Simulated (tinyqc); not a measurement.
A log to judge: global model of a low-pressure process discharge: electron temperature, density, ion flux and ion energy. Computed by tinyqc. Command: `OMP_NUM_THREADS=1 python tinyqc.py 3111908 3111909 out.jsonl plasma walk`. One thread of a shared host (Intel(R) Xeon(R) Processor @ 2.30GHz), about 0.01 s of CPU time with the checks.

Maxwellian electrons with temperature T_e in eV, one positive ion, no negative ions, uniform bulk density n; rate constants have the Arrhenius form.

Inputs (values chosen for the exercise, of the order of those of an inductive discharge in a simple atomic gas): ion mass M = 40 u; ionisation prefactor K0 = 6.9e-14 m^3/s; ionisation energy E_iz = 14.6 eV; ion-neutral cross section = 1.1e-18 m^2; pressure p = 11 Pa; gas temperature T_g = 500 K; radius R = 14 cm; height L = 5.2 cm; mixing = 0.4.

Constants: k_B = 1.380649e-23 J/K; e = 1.602176634e-19 C; u = 1.6605390666e-27 kg.

Method:
- n_g = p/(k_B T_g); lambda_i = 1/(n_g sigma); h_L = 0.86/sqrt(3 + L/(2 lambda_i)), h_R = 0.8/sqrt(4 + R/lambda_i); A_eff = 2 pi R^2 h_L + 2 pi R L h_R; d_eff = pi R^2 L/A_eff.
- Particle balance: K0 exp(-E_iz/T_e) n_g d_eff = u_B, u_B = sqrt(e T_e/M).
- Cycle: T_out = T sqrt(loss/creation) with loss/creation = u_B/(K0 exp(-E_iz/T) n_g d_eff); T -> T + mixing (T_out - T), kept between 0.3 and 60 eV, from 3 eV; stop at |T_out - T| < 1e-9 eV or after 60 steps.

Course:
```
step   T (eV)  T_out (eV)  residual (eV)
0     3.00000     0.39552   -2.60448e+00
1     1.95821     0.84687   -1.11134e+00
2     1.51367     1.83443    3.20762e-01
3     1.64198     1.39318   -2.48794e-01
4     1.54246     1.71649    1.74026e-01
5     1.61207     1.47860   -1.33474e-01
6     1.55868     1.65550    9.68193e-02
...       ...         ...            ...
53    1.58017     1.58017   -1.14435e-07
54    1.58017     1.58017    8.55863e-08
55    1.58017     1.58017   -6.40104e-08
56    1.58017     1.58017    4.78736e-08
57    1.58017     1.58017   -3.58049e-08
58    1.58017     1.58017    2.67786e-08
59    1.58017     1.58017   -2.00278e-08
```

Can the last value be used, and what does the course show?

No. Not converged in 60 steps: the residual falls at every step, but slowly, by a factor of about 0.748 a step. The slope of T_out at the root is 5/4 - E_iz/(2 T_e), and the cycle needs |1 + mixing (slope - 1)| < 1. Reruns converge with mixing = 0.3; or with mixing = 0.15.
